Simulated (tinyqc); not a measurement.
From results back to parameters: Bethe-Salpeter matrix of a two-band chain (Tamm-Dancoff form). Three cases, with inputs chosen for the exercise.

Problem. Free pairs form the band Eg + 2t (1 - cos k). An infinite chain with attraction U in the same cell only has a bound pair with binding Eb = S - 2t and weight f = U/S at R = 0, where S = sqrt(4 t^2 + U^2). Both were computed from hidden U and t.

Find: S; U; t.

Method. 2t = S sqrt(1 - f^2), so S = Eb/(1 - sqrt(1 - f^2)) and U = f S.

Case 1.

Eb = 0.417247 eV
f = 0.510539

Solution.

S = 2.977 eV
U = 1.52 eV
t = 1.28 eV

Case 2.

Eb = 0.184719 eV
f = 0.438424

Solution.

S = 1.825 eV
U = 0.80 eV
t = 0.82 eV

Case 3.

Eb = 0.680781 eV
f = 0.818351

Solution.

S = 1.601 eV
U = 1.31 eV
t = 0.46 eV

Computed by tinyqc, one run a case: `OMP_NUM_THREADS=1 python tinyqc.py N N+1 out.jsonl` with N = 1250394, 1250420, 1250505; one thread of a shared Intel(R) Xeon(R) Processor @ 2.30GHz, about 5 s a run at most.
